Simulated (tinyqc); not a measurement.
Bias-temperature instability from a Gaussian distribution of capture and emission barriers. Changing the temperature T. Computed by tinyqc, a small Python program. Command: `OMP_NUM_THREADS=1 python tinyqc.py 3001873 3001874 out.jsonl bti sweep`. One thread of a shared host (Intel(R) Xeon(R) Processor @ 2.30GHz), about 0.03 s of CPU time with the checks.

Each trap has a capture time tau_0 exp(E_c/(k_B T)) under stress and an emission time tau_0 exp(E_e/(k_B T)) after it. E_c is Gaussian, and E_e = E_c + d with d Gaussian and independent. A trap counts as filled once t_s exceeds its capture time and as emptied once t_r exceeds its emission time.

Inputs (values chosen for the exercise, for a model p-channel transistor):
```
quantity,value,unit
shift with all traps filled V_max,290,mV
mean capture barrier at zero field mu_c,1.71,eV
spread of capture barriers sigma_c,0.35,eV
lowering of mu_c per field k_F,0.056,eV/(MV/cm)
oxide field F,4.2,MV/cm
"mean of E_e - E_c at the stress field, delta",0.048,eV
"spread of E_e - E_c, sigma_d",0.35,eV
time constant tau_0,4e-10,s
stress time t_s,4000,s
recovery time t_r,600,s
```

Constants: k_B = 8.617333262e-05 eV/K.

Method:
- Demarcation energies E_s = k_B T ln(t_s/tau_0), E_r = k_B T ln(t_r/tau_0); mean barrier mu = mu_c - k_F F; z = (E_s - mu)/sigma_c; Phi is the standard normal distribution.
- Temperatures in kelvin are T(C) + 273.15.
- Shift without recovery dV0 = V_max Phi(z); local time exponent n = d ln dV0/d ln t_s = (k_B T/sigma_c) exp(-z^2/2)/(sqrt(2 pi) Phi(z)); apparent activation energy n E_s.
- Remaining shift dV = V_max int_(-infinity)^(E_s) g(E_c) [1 - Phi((E_r - E_c - delta)/sigma_d)] dE_c, g the Gaussian density of E_c (Gauss-Legendre, 120 points over 7 sigma_c below E_s).

One run for each value:
```
temperature T (C),shift without recovery dV0 (mV),time exponent n,remaining share dV/dV0,apparent activation energy (eV)
0,4.026,0.17163,0.46982,0.12093
25,6.345,0.17528,0.46716,0.13480
50,9.705,0.17706,0.46383,0.14759
75,14.410,0.17703,0.45977,0.15898
100,20.778,0.17527,0.45488,0.16871
150,39.652,0.16689,0.44226,0.18216
175,52.542,0.16046,0.43434,0.18549
200,67.781,0.15271,0.42519,0.18637
```

Give the missing row, temperature T (C) = 125.

Computed row; columns: (1) temperature T (C); (2) shift without recovery dV0 (mV); (3) time exponent n; (4) remaining share dV/dV0; (5) apparent activation energy (eV):
```
(1)     (2)      (3)      (4)      (5)
125  29.111  0.17186  0.44908  0.17650
```

Interpolating between the two neighbouring rows (linearly) misses most in shift without recovery dV0 (mV), by 3.8 %. Over the rows, shift without recovery dV0 (mV) rises from 4.03 to 67.8; time exponent n goes from 0.172 through a maximum among these rows, 0.177 at 50.0, to 0.153; remaining share dV/dV0 falls from 0.470 to 0.425. Time and temperature enter the shift only through k_B T ln(t/tau_0), so a hotter run is a longer one.

Extremes, crossings and ranges named in words are read from the listed rows.
